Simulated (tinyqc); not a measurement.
Order of mass and momentum: stepped quantum well by finite differences.

Finite differences on points z_i at the centres of cells of width h: H_ii = (c/h^2)(1/m_(i-1/2) + 1/m_(i+1/2)) + V_i, H_(i,i+1) = -(c/h^2)/m_(i+1/2), where m_(i+1/2) is the mean of the masses at the two points (the end values are repeated outwards), psi = 0 on the points beyond both ends, c = hbar^2/2m0. The field adds e F (z - z0) with z0 the middle of the structure; 1 kV/cm = 1e-5 eV/angstrom.

Constants: hbar^2/2m0 = 3.80998211 eV angstrom^2.

Values chosen for the exercise (out of a larger set: near those of an InGaAs well in InAlAs; not measured data): layers = ((54, 0.544, 0.0751), (36, 0, 0.0417), (72, 0.228, 0.0557), (54, 0.544, 0.0751)) (each layer: thickness in angstrom, band edge in eV, mass in m0); F = 0 kV/cm (field along z); hf = 1.125 angstrom (cell width of the fine grid).

Fine grid. Hermitian kinetic operators m^a p m^b p m^a with 2a + b = -1: H_ii = (c/h^2) m_i^(2a) (m_(i-1/2)^b + m_(i+1/2)^b) + V_i, H_(i,i+1) = -(c/h^2) m_i^a m_(i+1)^a m_(i+1/2)^b; BenDaniel-Duke is a = 0. The halved form has H_ii = 2c/(h^2 m_i) + V_i and H_(i,i+1) = -(c/2h^2)(1/m_i + 1/m_(i+1)). The shifts are measured against BenDaniel-Duke; the last column repeats E1 with cells of hf/4.

Cases:
```
operator
BenDaniel-Duke
(1/m) p^2 + p^2 (1/m), halved
m^(-1/2) p^2 m^(-1/2)
m^(-1/4) p m^(-1/2) p m^(-1/4)
one mass, the smallest
```

Rank the cases by E1, lowest first.

Answer: (1/m) p^2 + p^2 (1/m), halved, BenDaniel-Duke, m^(-1/4) p m^(-1/2) p m^(-1/4), one mass, the smallest, m^(-1/2) p^2 m^(-1/2).

Levels (eV):
```
operator                            E1      E2  E1 - E1(BDD) (meV)  E1 at hf/4
BenDaniel-Duke                  0.1482  0.3132                 0.0      0.1483
(1/m) p^2 + p^2 (1/m), halved   0.0964  0.2918               -51.8     -1.2334
m^(-1/2) p^2 m^(-1/2)           0.1833  0.3287                35.0      0.1833
m^(-1/4) p m^(-1/2) p m^(-1/4)  0.1663  0.3202                18.1      0.1664
one mass, the smallest          0.1668  0.3406                18.5      0.1668
```

The three forms m^a p m^b p m^a span 35.0 meV in E1, 21 % of E2 - E1; they differ only at the mass steps (largest to smallest mass 1.80), where m^a psi is the continuous quantity. Dropping the mass step altogether moves E1 by +18.5 meV. Refining the grid moves the halved form by -1329.8 meV, against at most 0.11 meV for the other three: at an abrupt step it has no limit as the grid is refined.

Program tinyqc; command `OMP_NUM_THREADS=1 python tinyqc.py 1281393 1281394 out.jsonl`; about 0.02 s on one thread of a shared Intel(R) Xeon(R) Processor @ 2.30GHz.
